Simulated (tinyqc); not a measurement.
Inside a calculation. Model: Heisenberg magnet: exchange from energy differences, ordering vector, linear spin waves and ordering temperature. Computed by tinyqc, a small Python program that keeps every step. Command: `OMP_NUM_THREADS=1 python tinyqc.py 3008322 3008323 out.jsonl magnon walk`. One thread of a shared host (Intel(R) Xeon(R) Processor @ 2.30GHz), about 0.02 s of CPU time with the checks. Intermediate numbers are printed to about 6 digits and carried at full precision; extremes and crossings named in words are read from the listed rows.

H = -sum over pairs <ij> J_ij S_i.S_j - K sum_i (S_i^z)^2, each pair once, J > 0 ferromagnetic. First neighbours: 4 at a (1, 0), second: 4 at a (1, 1), with all permutations and signs.

Inputs (values chosen for the exercise, for a model magnet):
```
quantity                  value      unit
exchange J1               0.817       meV
exchange J2                0.12       meV
spin S                      3.5         -
single-ion anisotropy K  0.0068       meV
lattice constant a         5.72  angstrom
mesh divisions n             60         -
temperature T                43         K
```

Lattice: square. Order: ferromagnetic.

wave vector q (2 pi/a): 0.25  0.19

Constants: h x 1 THz = 4.135667696 meV; k_B = 8.617333262e-05 eV/K.

## Energies of ordered states

J(q) = J1 g1(q) + J2 g2(q), g_s(q) = sum over shell s of cos(q.R). A classical spiral or collinear state of wave vector Q has the exchange energy -(S^2/2) J(Q) per site.

States, Q in 2 pi/a:
```
Q             g1  g2  energy (meV/site)
G (0, 0)       4   4           -22.9565
X (0.5, 0)     0  -4             2.9400
M (0.5, 0.5)  -4   4            17.0765
```

The lowest of these is G (0, 0), 25.896 meV per site below X (0.5, 0).

## Back from energy differences to J1 and J2

Subtract the first row of the table from the second and third: dE = -(S^2/2)(dg1 J1 + dg2 J2), two equations for two unknowns, as in mapping total energies onto a spin model.

coefficients:
```
     J1    J2
1  24.5  49.0
2  49.0   0.0
```

energy differences (meV/site): 25.8965  40.0330

J1, J2 (meV): 0.817  0.120

## Magnon energy at q

g_s(q) = sum over shell s of cos(q.R), z1 = g1(0). E(q) = S [J(0) - J(q)] + (2S - 1) K, J(q) = J1 g1 + J2 g2. The factor 2S - 1 removes the anisotropy for S = 1/2.

g1(q) = 0.736249

g2(q) = 0

E(q) = 11.0535 meV

frequency = 2.67272 THz

## Long waves and the gap

sum R_x^2 over the shells is s1 = 2 a^2 and s2 = 4 a^2. E = gap + D q^2 with D = (S/2)(J1 s1 + J2 s2) and gap = (2S - 1) K.

stiffness D = 121.042 meV angstrom^2

gap = 0.0408 meV

## Dispersion

The formulas are those given above.

Energies (meV); X = (0.5, 0), M = (0.5, 0.5) in 2 pi/a:
```
line  fraction of the way     E(q)  gap + D q^2
G-X                  0.10   0.4029       0.4059
G-X                  0.25   2.2079       2.3228
G-X                  0.50   7.4398       9.1690
G-X                  0.75  12.6717      20.5791
G-X                  1.00  14.8388      36.5534
G-M                  0.10   0.7610       0.7711
G-M                  0.25   4.2309       4.6049
G-M                  0.50  13.1588      18.2971
G-M                  0.75  20.4067      41.1175
G-M                  1.00  22.9168      73.0660
```

At the end of the G-X rows the long-wave form is 2.46 times the true energy. At the end of the G-M rows the long-wave form is 3.19 times the true energy. It holds to 5 % in 2 of the ten rows; nearer the zone boundary the cosine flattens the band.

## Loss of moment

Mesh: q = sum_i (m_i + 1/2)/n b_i, m_i = 0..n-1, b = [[1, 0], [0, 1]] in 2 pi/a; <..> is the mean over the mesh. n = 1/(exp(E/(k_B T)) - 1); no zero-point loss; thermal loss <n>; moment = S less the losses.

zero-point loss = 0

thermal loss = 0.387966

moment <S^z> = 3.11203

The thermal loss is 11.08 % of S.

## Ordering temperature

K left out. Mean field: k_B T = S (S + 1) J(Q)/3 at the ordering vector Q; random-phase (Tyablikov): k_B T = [S (S + 1)/3] / <1/(J(Q) - J(q))>, which diverges in two dimensions and gives 0; Curie-Weiss theta = S (S + 1) J(0)/(3 k_B).

mean-field ordering temperature = 228.342 K

random-phase ordering temperature = 0 K

Curie-Weiss temperature = 228.342 K

Checks made by the program: the long-wave formula against the dispersion (relative difference 3e-06).
